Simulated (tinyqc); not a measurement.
Admittance spectroscopy and thermally stimulated current of one trap level in a depletion layer: one step, computed by the program tinyqc. Command: `OMP_NUM_THREADS=1 python tinyqc.py 3111116 3111117 out.jsonl admit walk`. One thread of a shared host (Intel(R) Xeon(R) Processor @ 2.30GHz), about 0.01 s of CPU time with the checks.

A Schottky junction on n-type material holds one donor-like electron trap; shallow donors are fully ionised and abrupt depletion edges are assumed.

Question. The capacitance step. With E_c - E_F = k_B T_p ln(N_c/N): lambda = sqrt(2 eps eps_0 (E_t - (E_c - E_F))/(e^2 N)); traps are empty and charged for x < x_t = w - lambda, and V_b = e (N w^2 + N_t x_t^2)/(2 eps eps_0). High frequency: C_hf = eps eps_0/w. Low frequency: C_lf = eps eps_0 (N + N_t)/(N w + N_t x_t).

Inputs (values chosen for the exercise, modelled on n-type GaN):
```
quantity                         value    unit
dielectric constant eps           9.61       -
shallow doping N               6.3e+16  1/cm^3
trap density N_t               1.8e+16  1/cm^3
trap depth E_t below the band    0.354      eV
band bending V_b                   2.3       V
```

E_c - E_F = k_B T_p ln(N_c/N) = 0.07321127 eV

Constants: eps_0 = 8.8541878128e-12 F/m; e = 1.602176634e-19 C.

Give: lambda; depletion width w; crossing point x_t; C_hf; C_lf; step (C_lf - C_hf)/C_hf; small-N_t estimate (N_t/N)(lambda/w).

Answer.

lambda = 68.804 nm

depletion width w = 186.58 nm

crossing point x_t = 117.78 nm

C_hf = 45.603 nF/cm^2

C_lf = 49.674 nF/cm^2

step (C_lf - C_hf)/C_hf = 0.089260

small-N_t estimate (N_t/N)(lambda/w) = 0.10536

Reading N_t/N straight from the step would give 0.0893 against the true 0.286: the factor lambda/w must be known.
